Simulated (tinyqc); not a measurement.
Inside a calculation. Model: inversion-layer mobility, back-scattering and ballistic limit of a field-effect transistor. Computed by tinyqc, a small Python program that keeps every step. Command: `OMP_NUM_THREADS=1 python tinyqc.py 3000962 3000963 out.jsonl mos walk`. One thread of a shared host (Intel(R) Xeon(R) Processor @ 2.30GHz), about 0.01 s of CPU time with the checks. Intermediate numbers are printed to about 7 digits and carried at full precision; extremes and crossings named in words are read from the listed rows.

The charge at the top of the source barrier is fixed by the gate; series resistance and short-channel effects are left out. F_j are Fermi integrals normalised to exp(eta) in the classical limit.

Inputs (values chosen for the exercise, modelled on a strained silicon n-channel):
```
quantity                                     value        unit
transport mass m                              0.19         m_0
valley degeneracy g_v                            2           -
weight w of the inversion charge               0.5           -
permittivity eps                              11.7           -
phonon mobility at 1 MV/cm and 300 K, mu_ph    560  cm^2/(V s)
roughness mobility at 1 MV/cm, mu_sr          1900  cm^2/(V s)
Coulomb mobility at N_inv = 1e12/cm^2, mu_C   1200  cm^2/(V s)
electrical oxide thickness t_inv               5.1          nm
depletion charge N_dep                       1e+11      1/cm^2
gate overdrive V_G - V_T                      0.88           V
drain voltage V_D                             0.05           V
channel length L                                10          nm
exponent a of the critical length             0.78           -
temperature T                                   77           K
```

Statistics at the top of the barrier: Fermi-Dirac.

Constants: eps_0 = 8.8541878128e-12 F/m; e = 1.602176634e-19 C; m_0 = 9.1093837015e-31 kg; k_B = 1.380649e-23 J/K; hbar = 1.054571817e-34 J s; k_B = 8.617333262e-05 eV/K.

## Charge and field

N_inv = 3.9 eps_0 (V_G - V_T)/(e t_inv); effective field E_eff = e (N_dep + w N_inv)/(eps eps_0).

inversion density N_inv = 3.718908e+12 1/cm^2

effective field E_eff = 0.3030476 MV/cm

## Effective mobility

mu_phonon = mu_ph (E_eff/1 MV/cm)^(-0.3) (T/300 K)^(-1.75); mu_rough = mu_sr (E_eff/1 MV/cm)^(-2); mu_Coulomb = mu_C (N_inv/1e12 cm^-2) (T/300 K); Matthiessen's rule adds 1/mu.

phonon part = 8656.417 cm^2/(V s)

roughness part = 20688.64 cm^2/(V s)

Coulomb part = 1145.424 cm^2/(V s)

effective mobility mu = 964.4166 cm^2/(V s)

The Coulomb part is the lowest and holds 84 % of 1/mu.

## Ballistic limit

F_j(eta) = (1/Gamma(j + 1)) int_0^infinity x^j/(1 + exp(x - eta)) dx, F_0 = ln(1 + exp(eta)). Integrals over x = E/(k_B T) use 160 Gauss-Legendre points in u = sqrt(x) from 0 to sqrt(max(eta, 0) + 32). Ballistic channel: N_2D = g_v m k_B T/(pi hbar^2), U = e V_D/(k_B T); eta_F solves N_inv = (N_2D/2)[F_0(eta_F) + F_0(eta_F - U)]; v_T = sqrt(2 k_B T/(pi m)); I/W = e (N_2D/2) v_T [F_1/2(eta_F) - F_1/2(eta_F - U)]; injection velocity v_T F_1/2(eta_F)/F_0(eta_F).

N_2D = 1.053281e+12 1/cm^2

eta_F = 6.700059

thermal velocity v_T = 0.6253250 1e7 cm/s

injection velocity = 1.251670 1e7 cm/s

ballistic current I/W = 687.7135 microampere/micrometre

Degeneracy raises the injection velocity by a factor 2.00.

## Back-scattering

Mean free path lambda = (2 k_B T/e)(mu/v_T) F_0(eta_0)/F_-1/2(eta_0), with eta_0 from N_inv = N_2D F_0(eta_0); critical length l = L (1 + U)^(-a), an empirical rule; back-scattering r = l/(l + lambda). Then eta solves N_inv = (N_2D/2)[(1 + r) F_0(eta) + (1 - r) F_0(eta - U)] and I/W = e (N_2D/2) v_T (1 - r)[F_1/2(eta) - F_1/2(eta - U)]. Ballistic ratio: I over the ballistic current. Apparent mobility 1/(1/mu + 1/mu_B), mu_B = mu L/lambda.

eta_0 = 3.501064

mean free path lambda = 35.65882 nm

critical length l = 1.877783 nm

back-scattering coefficient r = 0.05002538

current I/W = 622.3235 microampere/micrometre

ballistic ratio = 0.9049168

apparent low-field mobility = 211.2224 cm^2/(V s)

L/lambda = 0.28, but at this drain voltage only the first 1.88 nm can return a carrier to the source, so the device works at 90 % of its ballistic limit. Caution: in a degenerate gas the layer that can return carriers is set by E_F rather than k_B T, so l is underestimated.

## Channel length

The last column is the long-channel law e N_inv mu V/L with V = V_D - V_D^2/(2 V_ov) below pinch-off and V_ov/2 above, V_ov = V_G - V_T.

Currents (microampere/micrometre):
```
L (nm)          r       I/W  ballistic ratio  long-channel law
5       0.0256544  653.7022        0.9505445          5583.081
10      0.0500254  622.3235        0.9049168          2791.541
20      0.0952841  566.5790        0.8238591          1395.770
40      0.1739898  477.7907        0.6947525           697.885
80      0.2964077  360.0466        0.5235416           348.943
160     0.4572754  238.3772        0.3466229           174.471
400     0.6780827  117.0229        0.1701623            69.789
1000    0.8404078   51.2339        0.0744988            27.915
```

The current scales as L^-0.90 at the long end and as L^-0.07 at the short end, where it reaches 95 % of the ballistic 688. The long-channel law passes the ballistic limit between 40.0 and 80.0 nm and has no meaning below. At 1000 nm the model gives 1.84 times the long-channel law; the rule for l is a fit for short devices and fails wherever the model exceeds that law. Raising mu by 10 % at 20 nm raises I by 1.7 %.

## The mobility curve

The formulas are those given above.

Mobilities (cm^2/(V s)):
```
V_G - V_T (V)  N_inv (1/cm^2)  E_eff (MV/cm)    phonon     roughness   Coulomb     total
0.03             1.267810e+11      0.0252698  18239.41  2.975422e+06    39.049    38.965
0.06             2.535619e+11      0.0350738  16530.91  1.544503e+06    78.097    77.726
0.12             5.071238e+11      0.0546816  14469.02  6.354349e+05   156.194   154.488
0.20             8.452064e+11      0.0808254  12868.48  2.908425e+05   260.324   254.938
0.35             1.479111e+12      0.1298450  11162.56  1.126946e+05   455.566   436.009
0.50             2.113016e+12      0.1788646  10139.91  5.938883e+04   650.809   605.324
0.75             3.169524e+12      0.2605640   9057.68  2.798497e+04   976.213   854.333
1.00             4.226032e+12      0.3422633   8346.10  1.621933e+04  1301.618  1052.913
1.50             6.339048e+12      0.5056620   7423.92  7.430755e+03  1952.427  1279.658
```

The lowest part is Coulomb from 0.0300 to 1.50 V. The total rises over the whole table.

Checks made by the program: long channel and small V_D against the drift formula e N mu V_D/L (relative difference 1e-03).
